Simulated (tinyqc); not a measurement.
Small-signal admittance of a forward-biased p+-n diode: two steps of the calculation.

Holes injected into a neutral base of width wb with an ohmic contact at its end; low injection, p0 far above the equilibrium density. A small voltage v exp(i w t), w = 2 pi f, modulates the edge density by p0 v/Vt, and the small-signal density obeys Dp d2p/dx2 = (1/tau + i w) p.

Values chosen for this exercise; permittivity close to that of 4H silicon carbide: temperature T = 300 K; relative permittivity eps_r = 9.7; donor density of the base Nd = 1.9e17 cm^-3; hole diffusion coefficient Dp = 2.2 cm^2/s; hole lifetime tau = 4e-9 s; width of the neutral base wb = 3 um; excess hole density at the junction edge p0 = 1.7e14 cm^-3; acceptor density of the p+ side Na = 9e19 cm^-3; signal frequency f = 2.6e6 Hz.

Constants: q = 1.602176634e-19 C, kB = 1.380649e-23 J/K, Vt = kB T/q, eps0 = 8.8541878128e-14 F/cm where lengths are in cm. Results are converted to the units shown.

Problem 1. Closed-form admittance. L = sqrt(Dp tau); direct current J = (q Dp p0/L) coth(wb/L); k = sqrt(1 + i w tau)/L; diffusion admittance Y = (q Dp p0/Vt) k coth(k wb) = G + i w C_diff; junction capacitance C_j = sqrt(q eps0 eps_r Nd/(2 Vr)) in the depletion approximation, with the remaining barrier Vr = Vt ln(Na/p0), a rough value under forward bias; base-width modulation is left out.

Find: L; J; k wb; Y; C_diff; C_j.

Solution 1.

L = 0.9381 um
J = 0.6409 A/cm^2
k wb = 3.200+0.104i
Y = 24.80+0.79i S/cm^2
C_diff = 0.04850 uF/cm^2
C_j = 0.1959 uF/cm^2

G is 1.00 times its low-frequency value J/Vt, and C_diff is 0.248 times C_j.

Problem 2. The same by finite differences. 8 equal intervals, h = wb/8; u = small-signal density over its edge value, u_0 = 1, u_8 = 0; u_(i-1) + b u_i + u_(i+1) = 0 with b = -2 - h^2 (1/tau + i w)/Dp; Y = (q Dp p0/(Vt h)) (-b/2 - u_1), which includes the half box at the edge.

Wanted: b; u; Y on the mesh.

Solution 2.

b = -2.160-0.010i
u, node 1 to 7: 0.6706-0.0084i  0.4485-0.0111i  0.2982-0.0108i  0.1957-0.0092i  0.1246-0.0071i  0.0734-0.0047i  0.0340-0.0023i
Y on the mesh = 25.30+0.84i S/cm^2

tinyqc, about 0.01 s, one thread, Intel Xeon 2.30GHz (shared host): `OMP_NUM_THREADS=1 python tinyqc.py 2890207 2890208 out.jsonl`
